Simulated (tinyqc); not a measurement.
ESD clamp with bipolar snapback, compact model and design window: one step of the calculation.

The drain junction multiplies the current that enters it: Igen = (M - 1)(Ic + I0), M = 1/(1 - (Vj/BV)^n). The generated holes leave through the substrate resistance and the base of the parasitic npn: Igen = Vb/Rb + Ic/be, Ic = Is exp(Vb/Vt). Terminal current I = Ic + I0 + Igen and voltage V = Vj + I Ro, per width. Isothermal, constant gain.

Question. The snapback curve. For given Vb: Ic, Igen, M = 1 + Igen/(Ic + I0), Vj = BV (1 - 1/M)^(1/n), I and V.

Inputs (values chosen for the exercise); values close to those of grounded-gate n-channel clamps:

| symbol | value | unit | meaning |
|---|---|---|---|
| T | 300 | K | temperature |
| BV | 7.5 | V | junction breakdown voltage |
| n | 4.8 |  | exponent of the multiplication |
| be | 8.6 |  | current gain of the parasitic npn |
| Is | 8.5e-18 | A/um | saturation current |
| I0 | 4.8e-12 | A/um | junction leakage |
| Rb | 25000 | ohm um | substrate resistance |
| Ro | 180 | ohm um | drain ballast and contact resistance |

Constants: q = 1.602176634e-19 C, kB = 1.380649e-23 J/K, Vt = kB T/q. Results are converted to the units shown.

Vb, point 0 to 8 (V): [0.05, 0.3, 0.445, 0.505, 0.555, 0.691, 0.817, 0.837, 0.867]

Wanted: Ic; M; Vj; I; V.

Answer.

Ic, point 0 to 8 (uA/um): [5.880e-11, 9.315e-7, 2.541e-4, 0.002588, 0.01791, 3.449, 451.2, 978.1, 3122]
M, point 0 to 8: [4.167e5, 2.094e6, 6.874e4, 7790, 1241, 9.130, 1.189, 1.151, 1.127]
Vj, point 0 to 8 (V): [7.500, 7.500, 7.500, 7.500, 7.499, 7.321, 5.111, 4.909, 4.762]
I, point 0 to 8 (uA/um): [2.000, 12.00, 17.80, 20.20, 22.22, 31.49, 536.4, 1125, 3519]
V, point 0 to 8 (V): [7.500, 7.502, 7.503, 7.503, 7.503, 7.327, 5.208, 5.112, 5.395]

V peaks at Vt1 = 7.503 V and falls to Vh = 5.112 V: once the npn supplies current, a small M feeds the base. At high current M tends to 1 + 1/be and Vj to BV (1 + be)^(-1/n) = 4.682 V.

Numbers from tinyqc (`OMP_NUM_THREADS=1 python tinyqc.py 2670056 2670057 out.jsonl`; about 0.01 s on one thread of a shared Intel Xeon 2.30GHz).
